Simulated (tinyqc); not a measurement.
Undoped symmetric double-gate MOSFET, analytic potential model: two steps of the calculation.

An undoped body of thickness ts between two equal insulators and tied gates; long channel, electrons only, n = ni exp((psi - V)/Vt) with V the quasi-Fermi potential (0 at the source, Vd at the drain), constant mobility, no quantisation. Across the body psi(x) = V - 2 Vt ln[(ts/(2 beta)) sqrt(q ni/(2 eps0 eps_r Vt)) cos(2 beta x/ts)], x from the centre. Q is the electron charge per area of the whole body.

Values chosen for this exercise; material values close to those of gallium arsenide: temperature T = 293 K; band gap Eg = 1.43 eV; relative permittivity of the semiconductor eps_r = 12.7; conduction-band density of states at T Nc = 4.3e17 cm^-3; valence-band density of states at T Nv = 8.85e18 cm^-3; relative permittivity of the gate insulator eox = 7.67; insulator thickness tox = 1.7 nm; body thickness ts = 20 nm; gate work function less that of the intrinsic body dphi = 0.09 V.

Constants: q = 1.602176634e-19 C, kB = 1.380649e-23 J/K, Vt = kB T/q, eps0 = 8.8541878128e-14 F/cm where lengths are in cm. Results are converted to the units shown.

Question 1. Constants of the body. ni = sqrt(Nc Nv) exp(-Eg/(2 Vt)), Eg in volts; r = eps_r tox/(eox ts); V0 = dphi + 2 Vt ln[(2/ts) sqrt(2 eps0 eps_r Vt/(q ni))].

Wanted: ni; r; V0.

Answer 1.

ni = 9.812e5 cm^-3
r = 0.1407
V0 = 0.7619 V

Question 2. Potential and electron density across the body at the source. psi(x) as above with V = 0 and beta = beta_s; n = ni exp(psi/Vt).

x/ts, point 0 to 6: 0  0.1  0.2  0.3  0.4  0.45  0.5
beta_s = 1.5006031
ni = 9.8123051e5 cm^-3

Give: psi; n.

Answer 2.

```
point  psi (V)  n (cm^-3)
0      0.69243  7.9808e17
1      0.69474  8.7451e17
2      0.70214  1.1720e18
3      0.71646  2.0673e18
4      0.74376  6.0932e18
5      0.76924  1.6720e19
6      0.82662  1.6224e20
```

The density at the surface is 203 times that at the centre (1/cos^2 beta). It reaches 380 Nc, where Boltzmann statistics overestimate it.

tinyqc, about 0.01 s, one thread, Intel Xeon 2.30GHz (shared host): `OMP_NUM_THREADS=1 python tinyqc.py 2440011 2440012 out.jsonl`
